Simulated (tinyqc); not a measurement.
Worked calculation: scattering rates of a carrier in a spherical band by Fermi's golden rule. Computed by tinyqc, a small Python program that keeps every step. Command: `OMP_NUM_THREADS=1 python tinyqc.py 3013487 3013488 out.jsonl scatter walk`. One thread of a shared host (Intel(R) Xeon(R) Processor @ 2.30GHz), about 0.01 s of CPU time with the checks. Intermediate numbers are printed to about 5 digits and carried at full precision; extremes and crossings named in words are read from the listed rows.

All processes here are isotropic or elastic, and the rate listed is the momentum relaxation rate.

Inputs (values chosen for the exercise, modelled on holes in silicon): density-of-states mass of one valley m = 0.508 m_0; non-parabolicity alpha = 0.31 1/eV; static permittivity eps_s = 11.7; density rho = 2329 kg/m^3; sound velocity v_l = 9240 m/s; acoustic deformation potential D_A = 5.5 eV; phonon energy hbar w = 64.7 meV; optical or intervalley deformation potential D_o = 9.1 1e8 eV/cm; final valleys Z_f = 1; ionised impurity density N_I = 2.6e+17 1/cm^3; temperature T = 200 K; carrier energy E = 58 meV; neutral impurity density N_n = 1.3e+15 1/cm^3.

Crystal: non-polar. Band: Kane. Impurity formula: Brooks-Herring. Further scattering: neutral impurities.

Constants: m_0 = 9.1093837015e-31 kg; e = 1.602176634e-19 C; hbar = 1.054571817e-34 J s; k_B = 8.617333262e-05 eV/K; eps_0 = 8.8541878128e-12 F/m; k_B = 1.380649e-23 J/K; hbar = 6.582119569e-16 eV s.

## The band at energy E

Kane band: hbar^2 k^2/(2 m) = E (1 + alpha E), speed v = hbar k/(m (1 + 2 alpha E)), states per spin, volume and energy g(E) = m k (1 + 2 alpha E)/(2 pi^2 hbar^2); overlap factors are set to 1. Masses are multiplied by m_0 and all formulas are in SI units.

wave number k = 0.88727 1/nm

speed v = 1.9518e+05 m/s

g(E) = 3.1044e+20 1/(eV cm^3)

Non-parabolicity raises g(E) by a factor 1.045 and changes the speed by a factor 0.974 against a parabolic band at the same E.

## Phonon occupation and screening length

Phonon occupation N_q = 1/(exp(hbar w/(k_B T)) - 1). Debye screening by free carriers of density N_I: L_s = sqrt(eps_s eps_0 k_B T/(e^2 N_I)).

N_q = 0.023984

screening length L_s = 6.5468 nm

Above the threshold emission is favoured over absorption by (N_q + 1)/N_q = exp(hbar w/k_B T) = 42.7, apart from the density of final states.

## Acoustic phonons

Acoustic deformation potential (elastic, equipartition, absorption and emission together): 1/tau = 2 pi k_B T D_A^2 g(E)/(hbar rho v_l^2).

acoustic rate = 1.2449e+12 1/s

## Optical or intervalley phonons

Optical or intervalley deformation potential: 1/tau = (pi Z_f D_o^2/(rho w)) [N_q g(E + hbar w) + (N_q + 1) g(E - hbar w)], with g = 0 below the band edge.

absorption rate = 2.0682e+11 1/s

emission rate = 0 1/s

E lies below hbar w, so emission is forbidden.

## Ionised impurities

Singly charged impurities, momentum relaxation: 1/tau = N_I e^4 m (1 + 2 alpha E) Phi/(8 pi (eps_s eps_0)^2 hbar^3 k^3), with alpha = 0 for a parabolic band. Brooks-Herring: Phi = ln(1 + b) - b/(1 + b), b = 4 k^2 L_s^2.

b = 134.97

ionised-impurity rate = 1.4570e+12 1/s

## All rates at E

Neutral impurities (Erginsoy): 1/tau = 20 N_n a_B hbar/m, a_B = 4 pi eps_s eps_0 hbar^2/(m e^2). Rates add: 1/tau_m is the sum, and the mean free path is v tau_m.

Momentum relaxation rates:
```
process             rate (1/s)  share (%)
acoustic            1.2449e+12     42.692
optical absorption  2.0682e+11     7.0926
optical emission             0          0
ionised impurity    1.4570e+12     49.968
neutral impurity    7.2214e+09    0.24765
```

momentum relaxation time tau_m = 342.94 fs

mean free path = 66.936 nm

The largest rate is ionised impurity (50 %), then acoustic (43 %). Caution: Erginsoy's formula holds for k a_B below about 0.5 and for dopants that stay neutral, which means low temperature; elsewhere it is only a rough constant rate.

## Rates against energy

The formulas are those given above.

Momentum relaxation rates (1e12/s) and the total time:
```
E (meV)  acoustic  optical absorption  optical emission  ionised impurity  neutral impurity  tau_m (fs)
6.5        0.4007             0.15169             0.000            17.980         0.0072214       53.94
16.0       0.6333             0.16264             0.000             6.776         0.0072214      131.93
32.0       0.9067             0.18015             0.000             3.008         0.0072214      243.76
58.0       1.2449             0.20682             0.000             1.457         0.0072214      342.94
71.0       1.3908             0.21955             1.834             1.134         0.0072214      218.10
97.0       1.6572             0.24416             4.236             0.767         0.0072214      144.68
140.0      2.0541             0.28315             6.680             0.483         0.0072214      105.18
230.0      2.8048             0.36121            10.567             0.257         0.0072214       71.45
390.0      4.0603             0.49724            16.534             0.131         0.0072214       47.10
650.0      6.1315             0.72616            26.058             0.068         0.0072214       30.31
```

The largest rate is ionised impurity from 6.50 to 58.0, optical emission from 71.0 to 650 meV. Crossing hbar w = 64.7 meV opens emission: tau_m goes from 343 to 218 fs between the two rows around it. The impurity rate goes between the last rows as E^-1.28; the acoustic rate follows g(E) and grows by a factor 15.3 over the table (10.0 for a parabolic band). At 6.5 meV hbar/tau exceeds E/2, so the golden rule loses its meaning there. Erginsoy's formula holds for k a_B below about 0.5 and for dopants that stay neutral, which means low temperature; elsewhere it is only a rough constant rate.

Checks made by the program: Brooks-Herring rate against the angular integral of the screened Coulomb matrix element (relative difference below 1e-10).
